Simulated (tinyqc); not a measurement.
From results back to parameters: overlap of hydrogenic dopants: pairs, impurity band and the Mott density. Four cases, with inputs chosen for the exercise.

Problem. Ry* = Ry m/eps^2, aB = a0 eps/m, and the Mott density is (0.26/aB)^3 (1/angstrom^3 = 1e24/cm^3). Binding energy and critical density come from a hidden mass and dielectric constant.

Constants: Ry = 13.60569312 eV; a0 (Bohr radius) = 0.5291772105 angstrom.

Case 1.

binding energy = 60.05229 meV
critical density = 8.470848e+18 1/cm^3

Case 2.

binding energy = 29.83479 meV
critical density = 1.902029e+18 1/cm^3

Case 3.

binding energy = 31.40742 meV
critical density = 2.161553e+18 1/cm^3

Case 4.

binding energy = 28.78809 meV
critical density = 9.940467e+17 1/cm^3

Find: aB; eps; m.

Solution. aB = 0.26/n^(1/3); the product Ry* aB = Ry a0/eps gives eps, and m = a0 eps/aB.

Case 1.

aB = 12.75 angstrom
eps = 9.40
m = 0.390 m0

Case 2.

aB = 20.98 angstrom
eps = 11.50
m = 0.290 m0

Case 3.

aB = 20.11 angstrom
eps = 11.40
m = 0.300 m0

Case 4.

aB = 26.05 angstrom
eps = 9.60
m = 0.195 m0

Computed by tinyqc, one run a case: `OMP_NUM_THREADS=1 python tinyqc.py N N+1 out.jsonl` with N = 1481163, 1481184, 1481195, 1481213; one thread of a shared Intel(R) Xeon(R) Processor @ 2.30GHz, about 0.01 s a run at most.
